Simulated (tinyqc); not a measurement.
# Nanowire ballistic transistor, top-of-the-barrier model, step by step

Program tinyqc, `OMP_NUM_THREADS=1 python tinyqc.py 2400039 2400040 out.jsonl`; Intel Xeon 2.30GHz, shared host, one thread, about 0.06 s. Printed values are rounded.

At the top of the source barrier, states moving towards the drain are filled by the source (Fermi level 0) and states moving back by the drain (Fermi level -q Vd); nothing scatters. U is the shift of the band edge there, set by the capacitances CG, CD and CS (the total) and by the charge. Parabolic one-dimensional subband; the source is grounded.

Parameters, values chosen for the exercise; mass and valleys close to those of silicon (two valleys): temperature T = 150 K; effective mass m = 0.199 m0; valley degeneracy gv = 2; relative permittivity of the gate insulator eox = 22; insulator thickness tox = 2.9 nm; wire diameter d = 2 nm; gate control CG/CS aG = 0.92; drain control CD/CS aD = 0.064; band edge at the barrier top above the source Fermi level at zero bias E0 = 0.18 eV; gate voltage Vg = 0.37 V; drain voltage Vd = 0.5 V.

Constants: q = 1.602176634e-19 C, kB = 1.380649e-23 J/K, hbar = 1.054571817e-34 J s, h = 6.62607015e-34 J s, m0 = 9.1093837015e-31 kg, Vt = kB T/q, eps0 = 8.8541878128e-14 F/cm where lengths are in cm. Results are converted to the units shown.

## Density of states, capacitances and charge at zero bias

N0 = gv sqrt(2 m kB T/pi)/hbar, CG = 2 pi eps0 eox/ln(1 + 2 tox/d), CS = CG/aG, n0 = n at U = 0 and Vd = 0. eta1 = -(E0 + U)/Vt, eta2 = eta1 - Vd/Vt, n = (N0/2)[F_(-1/2)(eta1) + F_(-1/2)(eta2)], F_(-1/2)(x) = (1/sqrt(pi)) int_0^infinity u^(-1/2)/(1 + exp(u - x)) du. UL = -(aG Vg + aD Vd).

N0 = 2.931921e6 cm^-1
CG = 8.992918 pF/cm
CS = 9.774911 pF/cm
n0 = 2.626746 cm^-1
UL = -0.3724 eV

## Iteration 1: self-consistent potential at the barrier top

U at the start (U = UL) = -0.3724 eV

eta1 = -(E0 + U)/Vt, eta2 = eta1 - Vd/Vt, n = (N0/2)[F_(-1/2)(eta1) + F_(-1/2)(eta2)], F_(-1/2)(x) = (1/sqrt(pi)) int_0^infinity u^(-1/2)/(1 + exp(u - x)) du. U(out) = UL + q (n - n0)/CS. U(new) = U + 0.2 (U(out) - U).

eta1 = 14.88473
eta2 = -23.79700
n = 6.369769e6 cm^-1
U(out) = -0.2679951 eV
U after iteration 1 = -0.3515190 eV

## Iteration 2: self-consistent potential at the barrier top

As before.

eta1 = 13.26930
eta2 = -25.41242
n = 6.011153e6 cm^-1
U(out) = -0.2738730 eV
U after iteration 2 = -0.3359898 eV

## Course of the iteration: self-consistent potential at the barrier top

Stop when U changes by less than 1e-9 eV, or after 90 iterations.

Course of the iteration:
```
iteration	U (eV)	|change| (eV)
1	-0.3515190	0.0209
2	-0.3359898	0.0155
3	-0.3244895	0.0115
4	-0.3160040	8.49e-3
5	-0.3097624	6.24e-3
6	-0.3051828	4.58e-3
7	-0.3018295	3.35e-3
8	-0.2993780	2.45e-3
9	-0.2975880	1.79e-3
...	...	...
47	-0.2927793	1.02e-8
48	-0.2927793	7.43e-9
49	-0.2927793	5.41e-9
50	-0.2927793	3.94e-9
51	-0.2927793	2.86e-9
52	-0.2927793	2.08e-9
53	-0.2927793	1.52e-9
54	-0.2927793	1.10e-9
55	-0.2927793	8.03e-10
```

Converged in 55 iterations. At the end each change is about 0.73 times the one before: linear convergence.

## Current, mean velocity and share of the gate voltage

converged U = -0.2927793 eV

N0 = gv sqrt(2 m kB T/pi)/hbar, CG = 2 pi eps0 eox/ln(1 + 2 tox/d), CS = CG/aG, n0 = n at U = 0 and Vd = 0. eta1 = -(E0 + U)/Vt, eta2 = eta1 - Vd/Vt, n = (N0/2)[F_(-1/2)(eta1) + F_(-1/2)(eta2)], F_(-1/2)(x) = (1/sqrt(pi)) int_0^infinity u^(-1/2)/(1 + exp(u - x)) du. I = gv (2 q^2/h) Vt [ln(1 + exp eta1) - ln(1 + exp eta2)]. Mean velocity I/(q n). CQ = (q/Vt) dn/d(eta1); the band edge follows the gate as -dU/dVg = aG/(1 + CQ/CS).

eta1 = 8.724993
n = 4.857680e6 cm^-1
I = 17.47681 uA
mean velocity = 2.245550e7 cm/s
CQ = 3.538007 pF/cm
-dU/dVg = 0.6755031 eV/V

The carriers from the source are degenerate (eta1 = 8.72), and the mean velocity is 2.63 times vT = sqrt(2 kB T/(pi m)) = 8.53e6 cm/s.
